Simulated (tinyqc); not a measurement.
Stress and current directions compared.

A cubic crystal with three pairs of conduction valleys along x, y and z; non-degenerate electrons, one relaxation time, masses unchanged. Stress s_ij = X a_i a_j with a the unit vector along the stress; strain e_ii = s11 s_ii + s12 (s_jj + s_kk), e_ij = s44 s_ij/2. Valley shift dE = Xu (n.e.n - trace(e)/3) with n the valley axis; share f proportional to exp(-dE/Vt). Inverse mass along the current d: (n.d)^2/ml + (1 - (n.d)^2)/mt; mu/mu0 = sum f (1/m) over the plain mean of 1/m. Rows: direction of the stress, of size |X|; columns: direction of the current and sign.

Values chosen for this exercise; values close to those of silicon:
```
symbol  value   unit                             meaning
T         350      K                         temperature
s11      7.49  1/TPa                          compliance
s12     -2.12  1/TPa                          compliance
s44      12.2  1/TPa                          compliance
Xu       9.06     eV         shear deformation potential
ml      0.946     m0                   longitudinal mass
mt      0.185     m0                     transverse mass
X        -210    MPa  uniaxial stress (tension positive)
```

Constants: q = 1.602176634e-19 C, kB = 1.380649e-23 J/K, Vt = kB T/q. Results are converted to the units shown.

mu/mu0:

|  | I [100], tension | I [100], compression | I [110], tension | I [110], compression |
|---|---|---|---|---|
| [100] | 1.1309 | 0.84068 | 1.0327 | 0.96017 |
| [110] | 1.0387 | 0.96502 | 1.0387 | 0.96502 |
| [001] | 0.93456 | 1.0797 | 0.93456 | 1.0797 |
| [111] | 1.0000 | 1.0000 | 1.0000 | 1.0000 |

What do the numbers show?

The largest gain, 1.13, is for stress along [100], tension, current along [100]; the largest loss, 0.841, for [100], compression, current along [100]. Entries equal to one are cases in which the valleys are not split or have equal mass along the current.

tinyqc, about 0.01 s, one thread, Intel Xeon 2.30GHz (shared host): `OMP_NUM_THREADS=1 python tinyqc.py 2530136 2530137 out.jsonl`
